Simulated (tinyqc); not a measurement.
## Area and perimeter leakage from two diodes

Problem. A square diode and a finger diode leak I = JA area + JP perimeter. Find JA, JP and the side of the square at which both parts are equal.

areas (um^2): [90000, 76000]
perimeters (um): [1200, 31160]
leakage currents (pA): [14.532000, 15.587600]

Solution. Two linear equations give JA and JP; for a square of side a, JA a^2 = 4 JP a at a = 4 JP/JA.

JA = 1.60e-8 A/cm^2
JP = 1.10e-12 A/cm
side for equal parts = 2.75 um

Program tinyqc, `OMP_NUM_THREADS=1 python tinyqc.py 2290155 2290156 out.jsonl`; Intel Xeon 2.30GHz, shared host, one thread, about 0.01 s.
